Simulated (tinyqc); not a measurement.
Potential-pH (Pourbaix) lines of a metal, its cation, its oxide and an oxyanion, with a complexing ligand: one step, computed by the program tinyqc.

Potentials are against the standard hydrogen electrode; solids and water have unit activity; dG_f of M, H+ and the electron is zero; F = e N_A and s = R T ln(10)/F. The cation carries z = 2.

Problem. Standard potentials. M2+ + 2e = M; MO + 2H+ + 2e = M + H2O; MO2(2-) + 4H+ + 2e = M + 2H2O. For each, E0 = -dG/(z F), and E = E0 + (s/z) log10 a - (s n_H/z) pH, with no activity term for the oxide.

Inputs (values chosen for the exercise, modelled on cobalt):

| quantity | value | unit |
|---|---|---|
| dG_f of the cation | -54.47 | kJ/mol |
| dG_f of the oxide | -213.12 | kJ/mol |
| dG_f of the oxyanion | -294.43 | kJ/mol |
| dG_f of water | -237.14 | kJ/mol |
| temperature T | 298.15 | K |

Species: M, M2+, MO, MO2(2-).

Constants: R = 8.314462618 J/(mol K); e = 1.602176634e-19 C; N_A = 6.02214076e+23 1/mol.

Give: s; E0.

Solution.

s = 0.059159 V

E0 (V): cation -0.28227, oxide 0.12447, oxyanion 0.93201

The metal is less noble than hydrogen.
